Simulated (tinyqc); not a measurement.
Nanosheet or nanowire with hard walls, valleys of the Si type: sweeps and comparisons. A value that a table varies takes the place of the one given here.

Six ellipsoidal valleys along the cube axes: inverse mass tensor w = 1/mt + (1/ml - 1/mt) a a^T with a the unit axis. Device axes: x along the channel, z = [001], y = z x x.

Hard walls around a W x H rectangle. The block w_c of w in (y, z) confines; the transport mass follows from 1/m_x = w_xx - w_xc w_c^-1 w_cx. The cross-section problem c (w_yy ky^2 + 2 w_yz ky kz + w_zz kz^2), c = hbar^2/2m0, is solved in products sin(n pi y/W) sin(l pi z/H), n, l = 1 to 12; if w_yz = 0 the levels are c pi^2 (w_yy n^2/W^2 + w_zz l^2/H^2). The w_yz term couples (n, l) to (n', l') by -2 c w_yz D_nn'(W) D_ll'(H) with D_nm(L) = 4 n m/(L (n^2 - m^2)) for n + m odd and 0 otherwise.

Without degeneracy the line density is N1 exp((EF - Ec)/kB T) with N1 = sum 2 g sqrt(m_x kB T/(4 pi c)) exp(-E/kB T), here over n, l up to 80 where w_yz = 0 and over all levels of a 12 x 12 sine basis otherwise; the classical value is W H Nc with Nc = 2 g_all (m_dos kB T/(4 pi c))^(3/2), m_dos = (ml mt^2)^(1/3); dVt = kB T ln(W H Nc/N1).

Constants: hbar^2/2m0 = 3.80998211 eV angstrom^2; kB = 8.617333262e-05 eV/K.

Parameters, chosen for this exercise (near those of Si; the results hold for these values, not for the real material):
- ml = 0.922 m0 (longitudinal mass)
- mt = 0.186 m0 (transverse mass)
- T = 77 K (temperature)
- g_all = 6 (number of valleys)
- channel = 100 (transport direction x on a (001) wafer)
- H = 68 angstrom (height, along z = [001])
- Ws = (25, 35, 50, 75, 110, 170, 260) angstrom (widths)
- W = 140 angstrom (width, along y)

## From wire to sheet

Valleys:
```
group  valleys g     w_yy     w_zz   |w_yz|  m_x (m0)
A              2  5.37634  1.08460  0.00000   0.18600
B              2  1.08460  5.37634  0.00000   0.18600
C              2  5.37634  5.37634  0.00000   0.92200
```

Lowest level of each group (groups ordered by w_zz, then w_yy) and dVt against the width.

Results:
```
W (angstrom)  A1 (eV)  B1 (eV)  C1 (eV)  dVt (mV)
25             0.3323   0.1090   0.3672     100.8
35             0.1739   0.0770   0.2088      71.1
50             0.0897   0.0600   0.1246      56.4
75             0.0448   0.0510   0.0797      41.5
110            0.0255   0.0471   0.0604      26.7
170            0.0158   0.0451   0.0507      19.8
260            0.0118   0.0443   0.0467      17.2
```

What can be read from the table?

dVt falls from 101 to 17 mV. The lowest group changes from B to A between W = 50 and 75 angstrom (H = 68). At the widest W the lowest level is 0.0118 eV; the film limit c pi^2 w_zz/H^2 of that group is 0.0088 eV.

## Channel direction

The same rectangle along [100] and [110]; groups ordered by w_zz, then w_yy.

Lowest level of each group:
```
channel, group  valleys g   w_yy   w_zz  |w_yz|  m_x (m0)  E (eV)
[100] A                 2  5.376  1.085   0.000     0.186  0.0191
[100] B                 2  1.085  5.376   0.000     0.186  0.0458
[100] C                 2  5.376  5.376   0.000     0.922  0.0540
[110] A                 2  5.376  1.085   0.000     0.186  0.0191
[110] B                 4  3.230  5.376   0.000     0.554  0.0499
```

What does this show, and why?

The lowest subband has m_x = 0.186 m0 and 2 valleys along [100], and 0.186 m0 and 2 valleys along [110]; its edge lies at 0.0191 and 0.0191 eV. These valleys have their axis along z, so turning the channel in the wafer plane leaves them alone; only the higher groups change.

## What each parameter does

E1 and E2 are the two lowest subband edges over all groups. Each row changes one parameter from the base and keeps the others.

Results:
```
case              E1 (eV)  E2 - E1 (meV)  m_x of lowest (m0)  dVt (mV)
base               0.0191           26.5               0.186      22.0
W = 155 angstrom   0.0172           25.2               0.186      20.7
H = 62 angstrom    0.0209           30.9               0.186      23.4
T = 127 K          0.0191           26.5               0.186      26.2
ml = 1.014 m0      0.0183           24.1               0.186      21.5
mt = 0.205 m0      0.0182           23.6               0.205      21.2
```

What does this show?

The largest shifts from the base row, up to three for each result and ties (the steps differ in size, so this ranks the rows, not the parameters). E1 (eV): W -0.0019, H +0.0018, mt -0.0010; unchanged at the printed digits by T. E2 - E1 (meV): H +4.5, mt -2.9, ml -2.4; unchanged at the printed digits by T. m_x of lowest (m0): mt +0.019; unchanged at the printed digits by W, H, T and ml. dVt (mV): T +4.2, H +1.4, W -1.3.

Computed by tinyqc, a small Python program: `OMP_NUM_THREADS=1 python tinyqc.py 1251887 1251888 out.jsonl` (the numbers bound the seed that draws the inputs); one thread of a shared host (Intel(R) Xeon(R) Processor @ 2.30GHz), about 0.03 s for the whole set of steps.
